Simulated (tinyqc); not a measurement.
Series resistance and mobility from two gate lengths.

Problem. At small Vds the total resistance times width is 2 Rs + L/(mu Q), with the same mu and Q at both lengths. Find mu and Rs.

total resistance at L = 20 and 80 nm (ohm um): 445.04505  580.18018
Q = 0.6 uC/cm^2

Answer. The slope against L is 1/(mu Q), and the intercept at L = 0 is 2 Rs.

mu = 740.0 cm^2/(V s)
Rs = 200.0 ohm um

tinyqc, about 0.01 s, one thread, Intel Xeon 2.30GHz (shared host): `OMP_NUM_THREADS=1 python tinyqc.py 2380076 2380077 out.jsonl`
